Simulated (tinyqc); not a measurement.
Inside a calculation. Model: floating body of a partially depleted SOI transistor: body voltage and kink.

tinyqc, about 0.2 s, one thread, Intel Xeon 2.30GHz (shared host): `OMP_NUM_THREADS=1 python tinyqc.py 2182240 2182241 out.jsonl` Printed values are rounded.

Source at 0 V. Channel current Ic = 2 nf K Vt^2 [F(0) - F(Vd)](1 + la Vd), F(V) = ln^2(1 + exp((Vg - VT - nf V)/(2 nf Vt))), VT = VT0 - gb Vb. Saturation voltage Vs = 2 Vt sqrt(F(0)) + 3 Vt, excess Ve = (Vd - Vs + sqrt((Vd - Vs)^2 + 0.0004 V^2))/2, multiplication M1 = Ai Ve exp(-Bl/Ve). Each junction passes D(v) = J1 (exp(v/Vt) - 1) + J2 (exp(v/(2 Vt)) - 1). Bipolar current Ib = bb J1 (exp(Vb/Vt) - 1). The body settles where M1 (Ic + Ib) = D(Vb) + D(Vb - Vd) + Vb/Rb; drain current Id = (1 + M1)(Ic + Ib) - D(Vb - Vd).

Inputs (values chosen for the exercise); values of the order met in partially depleted silicon-on-insulator transistors: temperature T = 358 K; threshold at zero body voltage VT0 = 0.54 V; fall of the threshold per volt of body voltage gb = 0.21; slope factor nf = 1.38; gain factor per width K = 430 uA/(V^2 um); channel-length modulation factor la = 0.07 1/V; impact-ionisation prefactor Ai = 3.61 1/V; impact-ionisation voltage Bl = 4.9 V; diffusion saturation current of each junction J1 = 2.4e-11 uA/um; recombination saturation current of each junction J2 = 3.9e-8 uA/um; gain of the lateral bipolar transistor on the diffusion current bb = 0; resistance of a weak body tie to the source (1e9 stands for no tie, and the term is then dropped) Rb = 1e5 kohm um; gate voltage Vg = 0.85 V; drain voltage Vd = 2.3 V.

Constants: q = 1.602176634e-19 C, kB = 1.380649e-23 J/K, Vt = kB T/q. Results are converted to the units shown.

Range of the model: The multiplication law is an empirical form chosen for the exercise; self-heating and capacitive coupling to the body are left out, and the linear laws are rough once Vb passes about 0.7 V or M1 about 0.1.

## Starting value

Vb = 0.95 V.

Vb at the start = 0.95 V

## Iteration 1: new Vb

Current into the body I_in = M1 (Ic + Ib) - D(Vb - Vd), current out I_out = D(Vb) + Vb/Rb; f = ln(I_in/I_out), s = df/dVb by central differences over 1e-5 V, Vb(new) = Vb - f/s.

Ic = 46.9943 uA/um
Ve = 1.83815 V
M1 = 0.461504
I_in = 21.6881 uA/um
I_out = 567.645 uA/um
f = -3.26473
s = -31.8897 1/V
Vb after iteration 1 = 0.847624 V

## Iteration 2: new Vb

As before.

Ic = 43.1245 uA/um
Ve = 1.85368 V
M1 = 0.475918
I_in = 20.5237 uA/um
I_out = 20.5902 uA/um
f = -0.00323358
s = -31.8143 1/V
Vb after iteration 2 = 0.847523 V

## Iteration 3: new Vb

As before.

Ic = 43.1207 uA/um
Ve = 1.85370 V
M1 = 0.475932
I_in = 20.5225 uA/um
I_out = 20.5225 uA/um
f = -6.53700e-9
s = -31.8142 1/V
Vb after iteration 3 = 0.847523 V

## Course of the iteration

Stop when the step is below 1e-10 V, or after 40 iterations.

Course of the iteration:
```
iteration  Vb before the step (V)   step (V)
1                            0.95     -0.102
2                        0.847624   -1.02e-4
3                        0.847523  -2.05e-10
4                        0.847523    < 1e-13
```

Converged in 4 iterations.

## Drain current with floating and with grounded body

converged Vb = 0.847523 V

Id and VT at the converged Vb, Id at Vb = 0, their ratio, and the bipolar share Ib/(Ic + Ib).

VT = 0.362020 V
Id, floating = 63.6432 uA/um
Id, grounded = 28.2633 uA/um
ratio = 2.25180
bipolar share = 0.00000 %

The body rises to 0.848 V and lowers the threshold by 178 mV.
